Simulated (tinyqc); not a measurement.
Programming of a floating-gate cell by Fowler-Nordheim tunnelling: two steps of the calculation.

Per tunnel area the floating gate has Ctun = 3.9 eps0/tox to the channel (0 V) and Ccg to the control gate, Ct = Ctun/(1 - ag), no other coupling. With the threshold shift U = -Q/Ccg the field is F = ag (Vg - U)/tox, and dU/dt = J/Ccg. Fowler-Nordheim: J = A F^2 exp(-B/F), A = q^2/(16 pi^2 hbar mo phi) (times 1e14 for A/cm^2 with F in V/nm, emitter mass m0), B = (4/3) sqrt(mo/C) phi^1.5, C = hbar^2/(2 m0).

Inputs (values chosen for the exercise); oxide values close to those of silicon dioxide: tunnel barrier phi = 3.15 eV; tunnelling mass mo = 0.49 m0; tunnel oxide thickness tox = 7.4 nm; coupling ratio Ccg/Ct ag = 0.51; tunnel area ar = 2700 nm^2; threshold shift at the start Vt0 = -0.6 V; control-gate voltage Vg = 17.5 V; time step dt = 1.1 us; steps n = 8.

Constants: q = 1.602176634e-19 C, hbar = 1.054571817e-34 J s, m0 = 9.1093837015e-31 kg, eps0 = 8.8541878128e-14 F/cm where lengths are in cm, hbar^2/(2 m0) = 0.0380998212 eV nm^2. Results are converted to the units shown.

Problem 1. Constants of the cell. A, B, Ccg = ag Ct, the starting field and current, K = A B ag/(Ccg tox), and the knee time t0 = exp(B/F(0))/K.

Find: A; B; Ccg; F(0); J(0); K; t0; electrons for 1 V of shift.

Solution 1.

A = 9.9866e7 A cm^-2 (V/nm)^-2
B = 26.733 V/nm
Ccg = 0.48569 uF/cm^2
F(0) = 1.2474 V/nm
J(0) = 0.076644 A/cm^2
K = 3.7883e14 1/s
t0 = 5.3522 us
electrons for 1 V of shift = 81.848

Problem 2. Explicit time steps against the exact solution. U(new) = U + dt J(F(U))/Ccg. Exact: exp(B/F(t)) = exp(B/F(0)) + K t, K = A B ag/(Ccg tox), and U = Vg - tox F/ag.

Give: t; F; J; U by steps; U exact.

Solution 2.

| step | t (us) | F (V/nm) | J (A/cm^2) | U by steps (V) | U exact (V) |
|---|---|---|---|---|---|
| 0 | 0 | 1.2474 | 0.076644 | -0.60000 | -0.60000 |
| 1 | 1.1000 | 1.2355 | 0.061092 | -0.42641 | -0.44350 |
| 2 | 2.2000 | 1.2259 | 0.050835 | -0.28805 | -0.31377 |
| 3 | 3.3000 | 1.2180 | 0.043534 | -0.17292 | -0.20322 |
| 4 | 4.4000 | 1.2112 | 0.038062 | -0.07432 | -0.10705 |
| 5 | 5.5000 | 1.2053 | 0.033804 | 0.01189 | -0.02204 |
| 6 | 6.6000 | 1.2000 | 0.030395 | 0.08845 | 0.05405 |
| 7 | 7.7000 | 1.1952 | 0.027603 | 0.15729 | 0.12286 |
| 8 | 8.8000 | 1.1909 | 0.025274 | 0.21980 | 0.18562 |

Range of the model: Programming fields of 10 MV/cm and more wear the oxide; trapping and the channel potential are ignored.

tinyqc, about 0.02 s, one thread, Intel Xeon 2.30GHz (shared host): `OMP_NUM_THREADS=1 python tinyqc.py 2130110 2130111 out.jsonl`
